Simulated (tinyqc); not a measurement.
Worked calculation: RHF in the 6-31g basis, for H-, spin multiplicity 1. The basis has no diffuse functions, so it cannot describe the extra electron: this is an exercise in the method, not the real anion. Computed by tinyqc, a small Python program that keeps every step (integrals from PySCF). Settings: charge = -1, multiplicity = 1, basis = 6-31g, energy threshold = 1e-09, iteration cap = 53, orthogonalisation = canonical, start = atomic densities, DIIS depth = 6, DIIS from iteration = 2, method = RHF. Command: `OMP_NUM_THREADS=1 python tinyqc.py 21698 21699 out.jsonl` (the two numbers bound the seeds that draw the settings). One thread of a shared host (Intel(R) Xeon(R) Processor @ 2.60GHz), about 0.06 s of CPU time with the checks. Later iterations appear only in the table of the cycle.

## One-electron integrals

Geometry (angstrom):

| atom | x | y | z |
|---|---|---|---|
| H | 0.000000 | 0.000000 | 0.000000 |

Basis 6-31g: exponents (1/bohr^2) and contraction coefficients of normalised primitives:

| element | l (shell) | exponent | coefficient |
|---|---|---|---|
| H | s (1) | 18.731137 | 0.033495 |
| H | s (1) | 2.825394 | 0.234727 |
| H | s (1) | 0.640122 | 0.813757 |
| H | s (2) | 0.161278 | 1.000000 |

Overlap, kinetic and nuclear-attraction integrals over the contracted functions; the nuclear repulsion is the sum of Za Zb / Rab.

nuclear repulsion = 0 hartree

overlap S:
```
          1H 1s     1H 2s
1H 1s  1.000000  0.658292
1H 2s  0.658292  1.000000
```

kinetic energy T (hartree):
```
          1H 1s     1H 2s
1H 1s  1.395678  0.259735
1H 2s  0.259735  0.241917
```

nuclear attraction V (hartree):
```
           1H 1s      1H 2s
1H 1s  -1.653231  -0.742311
1H 2s  -0.742311  -0.640851
```

core Hamiltonian H = T + V (hartree):
```
           1H 1s      1H 2s
1H 1s  -0.257552  -0.482576
1H 2s  -0.482576  -0.398935
```

## Two-electron integrals

Functions are numbered as in S; the eight-fold symmetry (ij|kl) = (ji|kl) = (kl|ij) leaves the list below.

Two-electron integrals (ij|kl) in chemists' order, unique and non-zero (hartree):
```
(11|11) 1.076566   (21|11) 0.578470   (21|21) 0.329423   (22|11) 0.587396
(22|21) 0.361304   (22|22) 0.453150
```

## Orthogonalisation

S = U s U^T; canonical form X = U s^(-1/2), so that X^T S X = 1. Each column of U has its largest component positive (the first on a tie).

eigenvalues of S: 0.341708  1.658292

X:
```
               1         2
1H 1s   1.209644  0.549104
1H 2s  -1.209644  0.549104
```

## Starting guess

The start is atomic minimal-basis densities projected into this basis (PySCF's MINAO start) and scaled to the electron count of each spin; this density is not idempotent, so its energy is not variational and may lie below the converged one.

D at the start:
```
          1H 1s     1H 2s
1H 1s  0.538108  0.600826
1H 2s  0.600826  0.670854
```

## Iteration 1: building the Fock matrix

J_ij = sum D_kl (ij|kl), K_ij = sum D_kl (ik|jl); F = H + J - 0.5 K; E = tr D H + tr D J / 2 - 0.25 tr D K + E_nn.

Coulomb J (hartree):
```
          1H 1s     1H 2s
1H 1s  1.668486  0.949514
1H 2s  0.949514  1.054242
```

exchange K (hartree):
```
          1H 1s     1H 2s
1H 1s  1.495424  1.104511
1H 2s  1.104511  0.915424
```

Fock matrix F (hartree):
```
           1H 1s      1H 2s
1H 1s   0.663221  -0.085318
1H 2s  -0.085318   0.197595
```

total energy of this density = -0.29959326 hartree

This density is the starting one; it is not idempotent, so its energy is not variational and may lie below the converged one.

## Iteration 1: diagonalisation and new density

Diagonalise F' = X^T F X, C = X C', fill 1 alpha and 1 beta electrons from the bottom; D = 2 C_occ C_occ^T. Each column has its largest component positive (the first on a tie).

F' = X^T F X (hartree):
```
          1         2
1  1.509259  0.309279
2  0.309279  0.208100
```

orbital energies (hartree): MO1 0.138328, MO2 1.579031

coefficients C:
```
            MO1        MO2
1H 1s  0.269440   1.300829
1H 2s  0.801845  -1.059149
```

D after iteration 1:
```
          1H 1s     1H 2s
1H 1s  0.145196  0.432098
1H 2s  0.432098  1.285911
```

## Iteration 2: building the Fock matrix

As before.

Coulomb J (hartree):
```
          1H 1s     1H 2s
1H 1s  1.411563  0.833282
1H 2s  0.833282  0.980236
```

exchange K (hartree):
```
          1H 1s     1H 2s
1H 1s  1.079834  0.944752
1H 2s  0.944752  0.942779
```

Fock matrix F (hartree):
```
           1H 1s      1H 2s
1H 1s   0.614094  -0.121670
1H 2s  -0.121670   0.109911
```

total energy of this density = -0.42103847 hartree

## Iteration 2: diagonalisation and new density

As before.

F' = X^T F X (hartree):
```
          1         2
1  1.415456  0.334888
2  0.334888  0.144928
```

orbital energies (hartree): MO1 0.062062, MO2 1.498322

coefficients C:
```
            MO1        MO2
1H 1s  0.242473   1.306124
1H 2s  0.823583  -1.042336
```

D after iteration 2:
```
          1H 1s     1H 2s
1H 1s  0.117586  0.399393
1H 2s  0.399393  1.356579
```

## Iteration 3: building the Fock matrix

As before.

Coulomb J (hartree):
```
          1H 1s     1H 2s
1H 1s  1.385513  0.821296
1H 2s  0.821296  0.972409
```

exchange K (hartree):
```
          1H 1s     1H 2s
1H 1s  1.035552  0.924329
1H 2s  0.924329  0.942075
```

Fock matrix F (hartree):
```
           1H 1s      1H 2s
1H 1s   0.610184  -0.123444
1H 2s  -0.123444   0.102437
```

total energy of this density = -0.42241981 hartree

## Iteration 3: DIIS over 2 matrices

error matrix X^T (FDS - SDF) X:
```
           1         2
1   0.000000  0.007436
2  -0.007436  0.000000
```

B (overlaps of the stored error matrices):
```
               1              2
1  7.0589637e-03  8.8354727e-04
2  8.8354727e-04  1.1059070e-04
```

Minimise |sum c_i e_i|^2 with sum c_i = 1: solve [B -1; -1 0][c; lambda] = [0; -1] with B_ij = tr e_i^T e_j, and take F = sum c_i F_i.

DIIS coefficients: -0.143075  1.143075

extrapolated F (hartree):
```
           1H 1s      1H 2s
1H 1s   0.609624  -0.123698
1H 2s  -0.123698   0.101367
```

## Iteration 3: diagonalisation and new density

As before.

F' = X^T F X (hartree):
```
          1         2
1  1.402350  0.337595
2  0.337595  0.139781
```

orbital energies (hartree): MO1 0.055181, MO2 1.486950

coefficients C:
```
            MO1        MO2
1H 1s  0.238595   1.306838
1H 2s  0.826674  -1.039886
```

D after iteration 3:
```
          1H 1s     1H 2s
1H 1s  0.113855  0.394480
1H 2s  0.394480  1.366779
```

## Iteration 4: building the Fock matrix

As before.

Coulomb J (hartree):
```
          1H 1s     1H 2s
1H 1s  1.381803  0.819586
1H 2s  0.819586  0.971289
```

exchange K (hartree):
```
          1H 1s     1H 2s
1H 1s  1.029211  0.921351
1H 2s  0.921351  0.941917
```

Fock matrix F (hartree):
```
           1H 1s      1H 2s
1H 1s   0.609645  -0.123666
1H 2s  -0.123666   0.101395
```

total energy of this density = -0.42244193 hartree

## Iteration 4: DIIS over 3 matrices

error matrix X^T (FDS - SDF) X:
```
           1         2
1   0.000000  0.000018
2  -0.000018  0.000000
```

B (overlaps of the stored error matrices), lower triangle:
```
               1              2              3
1  7.0589637e-03
2  8.8354727e-04  1.1059070e-04
3  2.1660997e-06  2.7112357e-07  6.6468507e-10
```

As before.

DIIS coefficients: -0.061678  0.491372  0.570306

extrapolated F (hartree):
```
           1H 1s      1H 2s
1H 1s   0.609635  -0.123680
1H 2s  -0.123680   0.101382
```

## Iteration 4: diagonalisation and new density

As before.

F' = X^T F X (hartree):
```
          1         2
1  1.402334  0.337592
2  0.337592  0.139799
```

orbital energies (hartree): MO1 0.055199, MO2 1.486934

coefficients C:
```
            MO1        MO2
1H 1s  0.238589   1.306839
1H 2s  0.826678  -1.039883
```

D after iteration 4:
```
          1H 1s     1H 2s
1H 1s  0.113850  0.394473
1H 2s  0.394473  1.366793
```

## Iteration 5 (converged): orbitals

converged F (hartree):
```
           1H 1s      1H 2s
1H 1s   0.609644  -0.123666
1H 2s  -0.123666   0.101394
```

As before.

F' = X^T F X (hartree):
```
          1         2
1  1.402323  0.337590
2  0.337590  0.139814
```

orbital energies (hartree): MO1 0.055213, MO2 1.486924

coefficients C:
```
            MO1        MO2
1H 1s  0.238586   1.306840
1H 2s  0.826681  -1.039881
```

D after iteration 5:
```
          1H 1s     1H 2s
1H 1s  0.113846  0.394469
1H 2s  0.394469  1.366803
```

## Convergence

Stop when the energy changes by less than 1e-09 hartree and every element of the error matrix X^T (F D S - S D F) X is below 9e-06.

Course of the cycle:

| iteration | E (hartree) | change | largest element of the error matrix |
|---|---|---|---|
| 1 | -0.29959326 | - | 5.53e-01 |
| 2 | -0.42103847 | -1.21e-01 | 5.94e-02 |
| 3 | -0.42241981 | -1.38e-03 | 7.44e-03 |
| 4 | -0.42244193 | -2.21e-05 | 1.82e-05 |
| 5 | -0.42244193 | -1.08e-10 | 7.86e-06 |

PySCF RHF in the same basis = -0.42244193 hartree

Converged in 5 iterations.

## Populations

Mulliken: Z minus the diagonal of D S on the atom; Loewdin: the same with S^(1/2) D S^(1/2).

Charges (e):

| atom | Mulliken | Loewdin |
|---|---|---|
| 1H | -1.000000 | -1.000000 |
